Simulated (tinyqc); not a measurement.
# Changing the reversing field h = H/H_K

Model: single-domain magnet: Stoner-Wohlfarth switching, Neel-Arrhenius retention, LLG dynamics and spin torque. Computed by tinyqc, a small Python program. Command: `OMP_NUM_THREADS=1 python tinyqc.py 3025686 3025687 out.jsonl macro sweep`. One thread of a shared host (Intel(R) Xeon(R) Processor @ 2.30GHz), about 0.01 s of CPU time with the checks.

The moment is uniform, with unit vector m; z is the easy axis. mu_0 = 1.25663706212e-6 T m/A, gamma = 1.76085963023e11 rad/(s T).

Inputs (values chosen for the exercise, for a model magnet): saturation magnetisation M_s = 1180 kA/m; diameter d = 13 nm; aspect ratio p = 4.3; bulk anisotropy K_u = 110 kJ/m^3; exchange stiffness A = 25 pJ/m; temperature T = 300 K; attempt frequency f0 = 1 GHz; field angle psi from the easy axis = 65 degrees; waiting time t_w = 100 s.

Shape: prolate spheroid, easy axis along it.

Constants: k_B = 1.380649e-23 J/K.

Method:
- N_z = [p ln(p + sqrt(p^2 - 1))/sqrt(p^2 - 1) - 1]/(p^2 - 1); V = pi d^3 p/6; K_eff = K_u + K_shape, K_shape = -(mu_0 M_s^2/4)(3 N_z - 1); mu_0 H_K = 2 K_eff/M_s.
- Delta = K_eff V/(k_B T); tau = exp(Delta)/f0; probability of a flip within t_w: P = 1 - exp(-t_w/tau). Wall width parameter sqrt(A/K_eff); a two-domain state costs 4 sqrt(A K_eff) times the cross-section that the wall cuts (pi d^2/4).
- Energy over K_eff V: e(theta) = sin^2(theta) + 2 h cos(theta - psi) for m at the angle theta from +z and a field that points at psi from -z (it pulls m away from +z towards negative theta); h_sw = (cos^(2/3) psi + sin^(2/3) psi)^(-3/2).
- The metastable minimum and the saddle are the two roots of e'(theta) = sin(2 theta) - 2 h sin(theta - psi) on either side of theta_c = -arctan(tan^(1/3) psi).

One run for each value; columns: (1) reversing field h = H/H_K; (2) barrier / (K_eff V); (3) barrier / (k_B T); (4) minimum theta (degrees); (5) saddle theta (degrees); (6) switching field h_sw:
```
(1)        (2)     (3)      (4)      (5)      (6)
0.020  0.94725  517.58   -1.047  -89.507  0.54450
0.079  0.79653  435.23   -4.248  -87.939  0.54450
0.140  0.64903  354.63   -7.755  -86.113  0.54450
0.200  0.51308  280.35  -11.442  -84.067  0.54450
0.310  0.29124  159.13  -19.036  -79.430  0.54450
0.370  0.18805  102.75  -23.859  -76.181  0.54450
0.430  0.10054   54.93  -29.509  -72.073  0.54450
0.490  0.03321   18.15  -36.798  -66.289  0.54450
```

Give the missing row, reversing field h = H/H_K = 0.260.

Computed row; columns: (1) reversing field h = H/H_K; (2) barrier / (K_eff V); (3) barrier / (k_B T); (4) minimum theta (degrees); (5) saddle theta (degrees); (6) switching field h_sw:
```
(1)        (2)     (3)      (4)      (5)      (6)
0.260  0.38730  211.62  -15.424  -81.708  0.54450
```

Interpolating between the two neighbouring rows (the first column on a logarithmic scale, the others too where they are positive) misses most in barrier / (k_B T), by 5.6 %. Over the rows, barrier / (K_eff V) falls from 0.947 to 0.0332 (exponent d ln y / d ln x -0.13 between the first rows and -8.5 between the last); barrier / (k_B T) falls from 518 to 18.1 (exponent d ln y / d ln x -0.13 between the first rows and -8.5 between the last). Minimum and saddle move towards each other and merge at h_sw, where the barrier vanishes.

Caution (all rows): a domain wall can cross the element at lower cost, so the single-domain barrier is an upper bound.

Extremes, crossings and ranges named in words are read from the listed rows.
